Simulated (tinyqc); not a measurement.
Inside a calculation. Method: tight binding, dimerised chain. One step of it, computed by the program tinyqc.

Problem. Levels at k. Diagonalise the Hermitian matrix.

H(k) at k (eV):
```
                     A                    B
A             0.330000  -1.142092+0.141753i
B  -1.142092-0.141753i            -0.330000
```

Give: eigenvalues; weights |c|^2 of the basis functions.

Solution.

eigenvalues (eV): -1.1972  1.1972

weights |c|^2 of the basis functions:
```
   band 1  band 2
A  0.3622  0.6378
B  0.6378  0.3622
```
